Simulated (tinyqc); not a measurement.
# Circuit elements from the admittance matrix

Question. Y belongs to a common-source circuit with y11 = i w (Cgs + Cgd), y12 = -i w Cgd, y21 = gm - i w Cgd, y22 = gds + i w (Cgd + Cd) and a resistance Rg in series with the gate; w = 2 pi f. Find Rg, Cgs + Cgd, Cgd, gm, gds and Cd.

Inputs (values chosen for the exercise): signal frequency f = 1 GHz.

Y with Rg (mS):
```
                          1                          2
1  0.000138640+0.110853661i  -0.000023574-0.018849526i
2  3.816801457-0.023623072i   0.160311926+0.044793984i
```

Answer. 1/Y11 = Rg + 1/(i w (Cgs + Cgd)) gives Rg; removing it from Z11 returns the inner y, whose parts are read off.

Rg = 11.28 ohm
Cgs + Cgd = 17.64 fF
Cgd = 3.000 fF
gm = 3.817 mS
gds = 0.1603 mS
Cd = 4.000 fF

Numbers from tinyqc (`OMP_NUM_THREADS=1 python tinyqc.py 2150135 2150136 out.jsonl`; about 0.01 s on one thread of a shared Intel Xeon 2.30GHz).
